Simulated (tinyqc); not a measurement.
Reverse leakage of an n+-p junction: diffusion, generation, trap-assisted and band-to-band tunnelling: leakage components against the temperature.

One-sided abrupt junction in the depletion approximation, x from the junction (0) to W on the p side, field F = F0 (1 - x/W). Flat quasi-Fermi levels, long p side. Traps generate through SRH with both lifetimes shortened by 1 + Gamma (Hurkx enhancement, form for moderate fields); band-to-band generation is local and needs a total bending above Eg.

Nc and Nv are given at 358 K and scale as (T/358 K)^1.5; all else is held fixed. ni = sqrt(Nc Nv) exp(-Eg/(2 Vt)), Eg in volts; Vbi = Vt ln(Na Nd/ni^2); W = sqrt(2 eps0 eps_r (Vbi + VR)/(q Na)); F0 = 2 (Vbi + VR)/W; FG = sqrt(24 mt m0 (kB T)^3)/(q hbar); J_diff = q ni^2 sqrt(Dn/tau)(1 - exp(-VR/Vt))/Na. u = (Vbi + VR)(1 - x/W)^2, p = Na exp(-u/Vt), n = Nd exp((u - Vbi - VR)/Vt); G0 = ni^2 (1 - exp(-VR/Vt))/(tau (n + p + 2 ni cosh(Et/Vt))); Gamma = 2 sqrt(3 pi)(F/FG) exp((F/FG)^2); trap-assisted part G0 Gamma; G_bb = Ab F^2.5 exp(-Bb/F) with F in V/cm, zero unless Vbi + VR > Eg, and counted as zero under 1 cm^-3 s^-1. Currents are q times the integrals over 0 to W; J_bb under 1e-8 of J is printed as 0; rows with F0/FG above 2.2, beyond the range of this Gamma, are left out.

Inputs (values chosen for the exercise); band and dielectric values close to those of silicon:
- Eg = 1.11 eV (band gap)
- eps_r = 11.9 (relative permittivity)
- Nc = 3.7e19 cm^-3 (conduction-band density of states at the reference temperature)
- Nv = 3.51e19 cm^-3 (valence-band density of states at the reference temperature)
- Na = 2.4e16 cm^-3 (acceptor density of the lighter side)
- Nd = 5e19 cm^-3 (donor density of the heavier side)
- tau = 3e-8 s (SRH lifetime of both carriers at zero field)
- Et = 0.06 eV (trap level above the intrinsic level)
- mt = 0.25 m0 (tunnelling mass)
- Dn = 10 cm^2/s (electron diffusion coefficient on the lighter side)
- Ab = 3.6e14 cm^-0.5 V^-2.5 s^-1 (band-to-band prefactor)
- Bb = 1.92e7 V/cm (band-to-band field constant)
- VR = 0.5 V (reverse bias)

Constants: q = 1.602176634e-19 C, kB = 1.380649e-23 J/K, hbar = 1.054571817e-34 J s, m0 = 9.1093837015e-31 kg, Vt = kB T/q, eps0 = 8.8541878128e-14 F/cm where lengths are in cm. Results are converted to the units shown.

The same in every row: J_bb (A/cm^2) = 0.

Result of one run:
```
T (K)  F0 (kV/cm)  F0/FG  J_diff (A/cm^2)  J_SRH (A/cm^2)  J_TAT (A/cm^2)  J (A/cm^2)              largest part
250           104  0.371         2.26e-15        4.13e-10        6.46e-10     1.06e-9  trap-assisted tunnelling
```

What becomes of these results when the temperature T is changed from 250 to 280 K, all else the same?

Result of the changed run:
```
T (K)  F0 (kV/cm)  F0/FG  J_diff (A/cm^2)  J_SRH (A/cm^2)  J_TAT (A/cm^2)  J (A/cm^2)              largest part
280           103  0.310         7.95e-13         1.06e-8         1.35e-8     2.41e-8  trap-assisted tunnelling
```

The whole series:
```
T (K)  F0 (kV/cm)  F0/FG  J_diff (A/cm^2)  J_SRH (A/cm^2)  J_TAT (A/cm^2)  J (A/cm^2)              largest part
220           105  0.453         1.37e-18        6.84e-12        1.36e-11    2.05e-11  trap-assisted tunnelling
250           104  0.371         2.26e-15        4.13e-10        6.46e-10     1.06e-9  trap-assisted tunnelling
280           103  0.310         7.95e-13         1.06e-8         1.35e-8     2.41e-8  trap-assisted tunnelling
310           102  0.264         9.25e-11         1.48e-7         1.56e-7     3.04e-7  trap-assisted tunnelling
340           101  0.228          4.77e-9         1.32e-6         1.17e-6     2.50e-6            SRH generation
370           101  0.199          1.33e-7         8.39e-6         6.37e-6     1.49e-5            SRH generation
400          99.5  0.175          2.28e-6         4.09e-5         2.68e-5     7.00e-5            SRH generation
430          98.6  0.156          2.68e-5         1.62e-4         9.21e-5     2.81e-4            SRH generation
```

J rises from 2.05e-11 to 2.81e-4 A/cm^2. Trap-assisted tunnelling leads at T = 220, SRH generation from 340 on. Activation energies over the table: 1.19 eV for diffusion (Eg = 1.11 eV, raised by the T^3 of ni^2), 0.659 eV for SRH generation (Eg/2 + |Et| = 0.615 eV), 0.611 eV for the trap-assisted part, lower since Gamma grows on cooling; the total shows 0.624 eV at the cold end and 0.687 eV at the hot end.

Range of the model: The n+ side is degenerate, so Vbi from Boltzmann statistics is only a guide.

Computed by the program tinyqc: `OMP_NUM_THREADS=1 python tinyqc.py 2290118 2290119 out.jsonl`, one thread of a shared Intel Xeon 2.30GHz, about 0.01 s for the whole run.
